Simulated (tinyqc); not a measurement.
## Gap voltage and exponent from three temperatures

Problem. At constant current VBE(T) = Vg0 - a T - eta (kB T/q) ln T, where a is a constant. Find Vg0, eta and dVBE/dT at the middle temperature.

Constants: q = 1.602176634e-19 C, kB = 1.380649e-23 J/K. Results are converted to the units shown.

T (K): 233  300  330
VBE at a constant current (V): 0.7945540112  0.6517780905  0.5862275874

Answer. The relation is linear in Vg0, a and eta, so three points give a linear system; the slope is (VBE - Vg0 - eta kB T/q)/T. eta rests on the curvature of VBE(T) alone, so real fits need accuracy of some tens of microvolts or better.

Vg0 = 1.207 V
eta = 3.700
dVBE/dT = -2.170 mV/K

tinyqc, about 0.02 s, one thread, Intel Xeon 2.30GHz (shared host): `OMP_NUM_THREADS=1 python tinyqc.py 2062146 2062147 out.jsonl`
